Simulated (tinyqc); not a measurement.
# Free and trapped electrons in a MOS channel with a dense trap tail, step by step

Program tinyqc, `OMP_NUM_THREADS=1 python tinyqc.py 2222102 2222103 out.jsonl`; Intel Xeon 2.30GHz, shared host, one thread, about 0.02 s. Printed values are rounded.

p-type body, charge-sheet picture, full ionisation (an idealisation for deep acceptors), Boltzmann statistics for free electrons. e = Ec - EF at the surface. Acceptor-like traps of density D(E) = D0 + De exp(-E/Ew) at depth E below Ec, from 0 to Eu, hold n_t = integral of D(E)/(1 + exp((e - E)/Vt)). psi = Eg - Vt ln(Nv/Na) - e; N_dep = sqrt(2 eps0 eps_r Na (psi - Vt)/q); n_f = sqrt(N_dep^2 + 2 eps0 eps_r Vt Nc exp(-e/Vt)/q) - N_dep; Vg = Vfb + psi + q (N_dep + n_t + n_f)/Cox, Cox = eps0 eox/tox.

Values chosen for this exercise; band and dielectric values close to those of 4H silicon carbide:

| symbol | value | unit | meaning |
|---|---|---|---|
| T | 250 | K | temperature |
| Eg | 3.31 | eV | band gap |
| eps_r | 9.74 |  | relative permittivity |
| Nc | 1.27e19 | cm^-3 | conduction-band density of states at T |
| Nv | 1.93e19 | cm^-3 | valence-band density of states at T |
| eox | 3.9 |  | relative permittivity of the insulator |
| tox | 27 | nm | insulator thickness |
| Na | 2.9e16 | cm^-3 | acceptor density |
| Vfb | -2.88 | V | flat-band voltage without trapped charge |
| D0 | 2.3e10 | cm^-2 eV^-1 | constant background density of acceptor-like traps |
| De | 1.4e13 | cm^-2 eV^-1 | density of the tail at the conduction edge |
| Ew | 0.13 | eV | decay energy of the tail |
| Eu | 0.77 | eV | depth below Ec down to which the traps reach |
| mf | 130 | cm^2/(V s) | mobility of free electrons |
| e | 0.09 | eV | Ec - EF at the surface |

Constants: q = 1.602176634e-19 C, kB = 1.380649e-23 J/K, Vt = kB T/q, eps0 = 8.8541878128e-14 F/cm where lengths are in cm. Results are converted to the units shown.

## Trapped charge

Trapezoid rule on 16 equal steps from 0 to Eu, f = 1/(1 + exp((e - E)/Vt)).

```
point,E (eV),D(E) f (cm^-2 eV^-1)
0,0,2.117929e11
1,0.04812500,1.213712e12
2,0.09625,3.832574e12
3,0.1443750,4.290338e12
4,0.1925,3.180178e12
5,0.2406250,2.220163e12
6,0.2887500,1.541622e12
7,0.3368750,1.071856e12
8,0.385,7.473488e11
9,0.4331250,5.232369e11
10,0.4812500,3.684644e11
11,0.5293750,2.615782e11
12,0.5775,1.877625e11
13,0.6256250,1.367852e11
14,0.6737500,1.015802e11
15,0.7218750,7.726763e10
16,0.77,6.047731e10
```

n_t = 9.572353e11 cm^-2

With 1600 steps n_t = 9.585e11 cm^-2; the coarse value is 0.13 % below it.

## Charges and gate voltage

psi, N_dep, n_f and Vg as defined, with the n_t given; free share n_f/(n_f + n_t); apparent mobility mf n_f/(n_f + n_t); gate voltage spent on traps q n_t/Cox.

psi = 3.079956 V
N_dep = 9.771488e11 cm^-2
n_f = 2.284472e10 cm^-2
Vg = 2.651854 V
free share = 2.330904 %
apparent mobility = 3.030175 cm^2/(V s)
gate voltage spent on traps = 1.199167 V
